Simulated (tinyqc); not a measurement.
Inside a calculation. Model: Hall effect and magnetoresistance of several carrier groups with constant relaxation times. Computed by tinyqc, a small Python program that keeps every step. Command: `OMP_NUM_THREADS=1 python tinyqc.py 3023888 3023889 out.jsonl hall2 walk`. One thread of a shared host (Intel(R) Xeon(R) Processor @ 2.30GHz), about 0.01 s of CPU time with the checks. Intermediate numbers are printed to about 7 digits and carried at full precision; extremes and crossings named in words are read from the listed rows.

Group 1 has charge -e and group 2 charge +e; s_i is that sign. B lies along z; mu B is formed with mu in m^2/(V s).

Inputs (values chosen for the exercise, for a model conductor):
```
quantity            value        unit
density n1        3.2e+10      1/cm^2
mobility mu1         2200  cm^2/(V s)
density n2        3.2e+10      1/cm^2
mobility mu2           54  cm^2/(V s)
magnetic field B      1.5           T
```

Carriers: compensated semimetal. Densities: per area (a thin layer).

Constants: e = 1.602176634e-19 C.

## Conductivity of each group

sigma_xx = sum n_i e mu_i/(1 + mu_i^2 B^2); sigma_xy = sum s_i n_i e mu_i^2 B/(1 + mu_i^2 B^2).

Parts (S):
```
group      mu B      sigma_xx       sigma_xy
group 1    0.33  1.017163e-05  -3.356639e-06
group 2  0.0081  2.768380e-07   2.242387e-09
```

sigma_xx = 1.044847e-05 S

sigma_xy = -3.354396e-06 S

sigma at B = 0 = 1.155618e-05 S

## Resistivity, Hall coefficient and magnetoresistance

rho_xx = sigma_xx/(sigma_xx^2 + sigma_xy^2); Hall coefficient R_H = sigma_xy/(B (sigma_xx^2 + sigma_xy^2)), with B in V s/cm^2 (1 T = 1e-4 V s/cm^2); magnetoresistance MR = rho_xx(B)/rho_xx(0) - 1. Apparent density 1/(e |R_H|); Hall mobility |R_H|/rho_xx.

rho_xx = 86765.09 ohm

Hall coefficient R_H = -1.857015e+08 cm^2/C

magnetoresistance MR = 0.2673000 %

apparent density = 3.361044e+10 1/cm^2

Hall mobility = 2140.279 cm^2/(V s)

A one-carrier reading would report electrons of density 3.36e10, against n1 = 3.2e10 and n2 = 3.2e10.

## Limits of weak and strong field

Weak field: R_H(0) = sum s_i n_i mu_i^2/(e (sum n_i mu_i)^2); MR = c B^2 with c = n1 n2 mu1 mu2 (s1 mu1 - s2 mu2)^2/(n1 mu1 + n2 mu2)^2. With n1 = n2 and opposite charges R_H stays at R_H(0) and MR = mu1 mu2 B^2 at every field.

R_H at weak field = -1.857015e+08 cm^2/C

coefficient c = 0.001188 1/T^2

## Field dependence

rho_xx = sigma_xx/(sigma_xx^2 + sigma_xy^2); Hall coefficient R_H = sigma_xy/(B (sigma_xx^2 + sigma_xy^2)), with B in V s/cm^2 (1 T = 1e-4 V s/cm^2); magnetoresistance MR = rho_xx(B)/rho_xx(0) - 1.

Against the field:
```
B (T)         mu1 B  rho_xx (ohm)   R_H (cm^2/C)        MR (%)
0.23   5.060000e-02  8.653923e+04  -1.857015e+08  6.284520e-03
0.68   1.496000e-01  8.658132e+04  -1.857015e+08  5.493312e-02
1.8    3.960000e-01  8.686687e+04  -1.857015e+08  3.849120e-01
4.5    9.900000e-01  8.861553e+04  -1.857015e+08  2.405700e+00
11     2.420000e+00  9.897285e+04  -1.857015e+08  1.437480e+01
27     5.940000e+00  1.614765e+05  -1.857015e+08  8.660520e+01
68     1.496000e+01  5.618909e+05  -1.857015e+08  5.493312e+02
180    3.960000e+01  3.417323e+06  -1.857015e+08  3.849120e+03
550    1.210000e+02  3.118418e+07  -1.857015e+08  3.593700e+04
```

MR starts as B^2.00 and ends as B^2.00: with equal densities of opposite charge no Hall field can balance both groups, so it never saturates. One group alone would show no magnetoresistance in this model. The rows with mu1 B well above 1 show the semiclassical limit; Landau quantisation is left out. Fields above 100 T are beyond ordinary laboratory magnets.

Checks made by the program: weak-field formulas against the tensor at mu1 B = 1e-3 (relative difference 5e-10).
